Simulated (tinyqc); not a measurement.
Thin-film optics by transfer matrices, step by step. Values are carried at full precision from step to step, so a last printed digit may differ when a step is redone from the rounded ones.

Indices N = n + i k. Snell: N0 sin(theta) = N_j sin(theta_j), with Im(N_j cos theta_j) >= 0. Admittance y_j = N_j cos theta_j for s and N_j/cos theta_j for p. Phase delta_j = 2 pi N_j cos theta_j d_j/lambda. Layer matrix [[cos delta, -i sin delta/y], [-i y sin delta, cos delta]], multiplied from the top down to M. (B, C) = M (1, y_sub); r = (y0 B - C)/(y0 B + C), R = |r|^2, T = 4 Re y0 Re y_sub/|y0 B + C|^2, absorbed in the films 1 - R - T.

Values chosen for the exercise (indices near those of resist, SiO2 on Si; not measured data): lam = 193 nm (vacuum wavelength); n0 = 1 (ambient index); n = (1.705, 1.552, 0.874) (n of resist, SiO2, substrate); k = (0.019, 0, 2.7) (k in the same order); d = (698, 191) nm (thicknesses, top first); theta = 0 degrees (angle of incidence); pol = s (polarisation).

## Angles, admittances and phases

Form cos theta_j, y_j and delta_j.

cos theta_j: ambient 1.0000, film 1 1.0000, film 2 1.0000, substrate 1.0000

y_j: ambient 1.0000, film 1 1.7050+0.0190i, film 2 1.5520, substrate 0.8740+2.7000i

delta_j (rad): film 1 38.7438+0.4317i, film 2 9.6505

## Layer matrices and their product

Form each matrix and multiply from the top down.

matrix of film 1:
```
                1               2
1  0.5497-0.3851i  0.1249-0.5566i
2  0.3992-1.6098i  0.5497-0.3851i
```

matrix of film 2:
```
         1        2
1  -0.9746  0.1442i
2  0.3473i  -0.9746
```

M:
```
                 1                2
1  -0.3425+0.4187i  -0.0663+0.6217i
2  -0.2554+1.7598i  -0.3037+0.4329i
```

Each matrix has determinant 1, and so has M.

## Reflection and transmission

Close the stack on the substrate.

B, C: -2.0791+0.7832i  -1.6895+1.3183i

r = 0.0185+0.1523i
R = 0.0235
T into the substrate = 0.1878
absorbed in the films = 0.7887

The bare substrate would reflect 0.6764.

## Checks

- R against the recursion of Airy sums from the substrate up: both 0.023527.

tinyqc: `OMP_NUM_THREADS=1 python tinyqc.py 1652088 1652089 out.jsonl`; about 0.01 s, one thread, shared Intel(R) Xeon(R) Processor @ 2.30GHz.
